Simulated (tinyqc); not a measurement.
Inside a calculation. Method: plane-wave Kohn-Sham cycle with exchange-only LDA in a layered model solid. One step of it, computed by the program tinyqc.

Problem. Iteration 2: levels at that k. Diagonalise the Hermitian matrix.

H (hartree):
```
           -2         -1         +0         +1         +2
-2   0.349618  -0.003541   0.004409  -0.001341   0.000169
-1  -0.003541  -0.075496  -0.003541   0.004409  -0.001341
+0   0.004409  -0.003541  -0.191436  -0.003541   0.004409
+1  -0.001341   0.004409  -0.003541   0.001798  -0.003541
+2   0.000169  -0.001341   0.004409  -0.003541   0.504205
```

Give: eigenvalues.

Solution.

eigenvalues (hartree): -0.1917  -0.0757  0.0021  0.3497  0.5043
